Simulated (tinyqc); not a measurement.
Changing the reversing field h = H/H_K: single-domain magnet: Stoner-Wohlfarth switching, Neel-Arrhenius retention, LLG dynamics and spin torque. Computed by tinyqc, a small Python program. Command: `OMP_NUM_THREADS=1 python tinyqc.py 3003216 3003217 out.jsonl macro sweep`. One thread of a shared host (Intel(R) Xeon(R) Processor @ 2.30GHz), about 0.01 s of CPU time with the checks.

The moment is uniform, with unit vector m; z is the easy axis. mu_0 = 1.25663706212e-6 T m/A, gamma = 1.76085963023e11 rad/(s T).

Inputs (values chosen for the exercise, for a model magnet):
```
quantity                            value     unit
saturation magnetisation M_s          436     kA/m
diameter d                             47       nm
thickness t                           1.2       nm
interface anisotropy K_i            0.187   mJ/m^2
bulk anisotropy K_u                     0   kJ/m^3
exchange stiffness A                   21     pJ/m
temperature T                         450        K
attempt frequency f0                    2      GHz
field angle psi from the easy axis     20  degrees
waiting time t_w                      100        s
```

Shape: thin disc, easy axis normal to it.

Constants: k_B = 1.380649e-23 J/K.

Method:
- The disc is treated as an oblate spheroid with p = t/d: N_z = [1 - p arccos(p)/sqrt(1 - p^2)]/(1 - p^2); V = pi d^2 t/4; K_eff = K_u + K_i/t + K_shape, K_shape = -(mu_0 M_s^2/4)(3 N_z - 1); mu_0 H_K = 2 K_eff/M_s.
- Delta = K_eff V/(k_B T); tau = exp(Delta)/f0; probability of a flip within t_w: P = 1 - exp(-t_w/tau). Wall width parameter sqrt(A/K_eff); a two-domain state costs 4 sqrt(A K_eff) times the cross-section that the wall cuts (d t).
- Energy over K_eff V: e(theta) = sin^2(theta) + 2 h cos(theta - psi) for m at the angle theta from +z and a field that points at psi from -z (it pulls m away from +z towards negative theta); h_sw = (cos^(2/3) psi + sin^(2/3) psi)^(-3/2).
- The metastable minimum and the saddle are the two roots of e'(theta) = sin(2 theta) - 2 h sin(theta - psi) on either side of theta_c = -arctan(tan^(1/3) psi).

One run for each value; columns: (1) reversing field h = H/H_K; (2) barrier / (K_eff V); (3) barrier / (k_B T); (4) minimum theta (degrees); (5) saddle theta (degrees); (6) switching field h_sw:
```
(1)       (2)    (3)     (4)     (5)     (6)
0.020  0.9491  13.79   -0.40  -88.92  0.5736
0.079  0.8039  11.68   -1.67  -85.62  0.5736
0.140  0.6619   9.62   -3.16  -82.05  0.5736
0.200  0.5310   7.71   -4.84  -78.34  0.5736
0.260  0.4096   5.95   -6.77  -74.38  0.5736
0.310  0.3165   4.60   -8.65  -70.84  0.5736
0.370  0.2155   3.13  -11.31  -66.20  0.5736
0.430  0.1281   1.86  -14.63  -60.93  0.5736
0.490  0.0571   0.83  -19.08  -54.57  0.5736
```

Describe and explain the trends.

Over the rows, barrier / (K_eff V) falls from 0.949 to 0.0571 (exponent d ln y / d ln x -0.12 between the first rows and -6.2 between the last); barrier / (k_B T) falls from 13.8 to 0.829 (exponent d ln y / d ln x -0.12 between the first rows and -6.2 between the last). Minimum and saddle move towards each other and merge at h_sw, where the barrier vanishes.

Caution (all rows): a flat cylinder has a smaller N_z than the spheroid of the same t/d, so K_eff of a real disc is larger.

Extremes, crossings and ranges named in words are read from the listed rows.
